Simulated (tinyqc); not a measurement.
Inside a calculation. Method: FCI on RHF in the 3-21g basis, for He, spin multiplicity 1. Computed by tinyqc, a small Python program that keeps every step (integrals from PySCF). Settings: charge = 0, multiplicity = 1, basis = 3-21g, method = RHF, energy threshold = 1e-10, iteration cap = 72, orthogonalisation = symmetric, start = atomic densities, DIIS depth = 6, ci = FCI. Command: `OMP_NUM_THREADS=1 python tinyqc.py 28982 28983 out.jsonl` (the two numbers bound the seeds that draw the settings). One thread of a shared host (Intel(R) Xeon(R) Processor @ 2.60GHz), about 0.08 s of CPU time with the checks. The early iterations of the SCF are left out here.

## One-electron integrals

Geometry (angstrom):
```
atom         x         y         z
He    0.000000  0.000000  0.000000
```

Basis 3-21g: exponents (1/bohr^2) and contraction coefficients of normalised primitives:
```
element  l (shell)   exponent  coefficient
He           s (1)  13.626700     0.175230
He           s (1)   1.999350     0.893482
He           s (2)   0.382993     1.000000
```

Overlap, kinetic and nuclear-attraction integrals over the contracted functions; the nuclear repulsion is the sum of Za Zb / Rab.

nuclear repulsion = 0 hartree

overlap S, order 1He 1s, 1He 2s:
$$\begin{pmatrix}
1.000000 & 0.595216 \\
0.595216 & 1.000000
\end{pmatrix}$$

kinetic energy T (hartree), order 1He 1s, 1He 2s:
$$\begin{pmatrix}
3.916124 & 0.578949 \\
0.578949 & 0.574489
\end{pmatrix}$$

nuclear attraction V (hartree), order 1He 1s, 1He 2s:
$$\begin{pmatrix}
-5.489688 & -2.235292 \\
-2.235292 & -1.975129
\end{pmatrix}$$

core Hamiltonian H = T + V (hartree), order 1He 1s, 1He 2s:
$$\begin{pmatrix}
-1.573565 & -1.656343 \\
-1.656343 & -1.400640
\end{pmatrix}$$

## Two-electron integrals

Functions are numbered as in S; the eight-fold symmetry (ij|kl) = (ji|kl) = (kl|ij) leaves the list below.

Two-electron integrals (ij|kl) in chemists' order, unique and non-zero (hartree):
```
(11|11) 1.803255   (21|11) 0.876507   (21|21) 0.452077   (22|11) 0.917008
(22|21) 0.514678   (22|22) 0.698314
```

## Orthogonalisation

S = U s U^T; symmetric (Loewdin) form X = U s^(-1/2) U^T, so that X^T S X = 1.

eigenvalues of S: [0.404784, 1.595216]

X, order 1He 1s, 1He 2s:
$$\begin{pmatrix}
1.181761 & -0.390007 \\
-0.390007 & 1.181761
\end{pmatrix}$$

## Iteration 4 (converged): orbitals

converged F (hartree), order 1He 1s, 1He 2s:
$$\begin{pmatrix}
-0.070801 & -1.118003 \\
-1.118003 & -0.499364
\end{pmatrix}$$

Diagonalise F' = X^T F X, C = X C', fill 1 alpha and 1 beta electrons from the bottom; D = 2 C_occ C_occ^T. Each column has its largest component positive (the first on a tie).

F' = X^T F X (hartree):
$$\begin{pmatrix}
0.855729 & -1.468624 \\
-1.468624 & 0.322402
\end{pmatrix}$$

orbital energies (hartree): MO1 -0.903572, MO2 2.081703

coefficients C, order 1He 1s, 1He 2s:
$$\begin{pmatrix}
0.457919 & 1.157140 \\
0.657278 & -1.056716
\end{pmatrix}$$

D after iteration 4, order 1He 1s, 1He 2s:
$$\begin{pmatrix}
0.419379 & 0.601960 \\
0.601960 & 0.864028
\end{pmatrix}$$

## Convergence

Stop when the energy changes by less than 1e-10 hartree and every element of the error matrix X^T (F D S - S D F) X is below 3e-06.

Course of the cycle:
```
iteration  E (hartree)     change  largest element of the error matrix
1          -2.83567803          -                             3.21e-03
2          -2.83567987  -1.84e-06                             2.11e-04
3          -2.83567987  -7.95e-09                             1.20e-09
4          -2.83567987   8.88e-16                             5.60e-10
```

PySCF RHF in the same basis = -2.83567987 hartree

Converged in 4 iterations.

## Integrals over molecular orbitals

(pq|rs) = sum C_ip C_jq C_kr C_ls (ij|kl), one index at a time.

one-electron integrals over orbitals h = C^T H C (hartree):
$$\begin{pmatrix}
-1.932108 & -0.319236 \\
-0.319236 & 0.379665
\end{pmatrix}$$

Two-electron integrals over orbitals (pq|rs), unique and non-zero (hartree):
```
(11|11) 1.028537   (21|11) 0.319236   (21|21) 0.261994   (22|11) 0.982016
(22|21) 0.343809   (22|22) 0.998335
```

## FCI: determinants and Hamiltonian

Hartree-Fock energy = -2.83567987 hartree

Slater-Condon rules over spin orbitals, with the nuclear repulsion added and E(HF) subtracted on the diagonal. Only determinants linked to the reference directly or through others are kept (one block of an abelian symmetry group), so some states are absent.

Occupation strings over the orbitals (2 doubly, a alpha, b beta, 0 empty; spin orbitals ordered 1a 1b 2a 2b ...): 20 ab ba 02

H - E(HF) between determinants (hartree), order 20, ab, ba, 02:
$$\begin{pmatrix}
0.000000 & 0.000000 & 0.000000 & 0.261994 \\
0.000000 & 2.265252 & -0.261994 & 0.024573 \\
0.000000 & -0.261994 & 2.265252 & -0.024573 \\
0.261994 & 0.024573 & -0.024573 & 4.593344
\end{pmatrix}$$

## FCI: roots

Diagonalise (each vector has its largest component positive (the first on a tie)); all determinants have Ms = 0, so triplets appear too. The lowest singlet root is the correlation energy.

lowest roots of this matrix, relative to E(HF) (hartree): [-0.014897, 2.003258, 2.526670, 4.608818]

lowest vectors, order 20, ab, ba, 02:
$$\begin{pmatrix}
0.998387 & 0.000000 & -0.001721 & 0.056747 \\
0.000549 & 0.707107 & 0.707008 & 0.011784 \\
-0.000549 & 0.707107 & -0.707008 & -0.011784 \\
-0.056768 & 0.000000 & -0.016595 & 0.998249
\end{pmatrix}$$

<S^2> of these roots: [0.000000, 2.000000, 0.000000, 0.000000]

weight of the ground state by excitation level 0, 1, 2, ...: [0.996777, 0.000001, 0.003223]
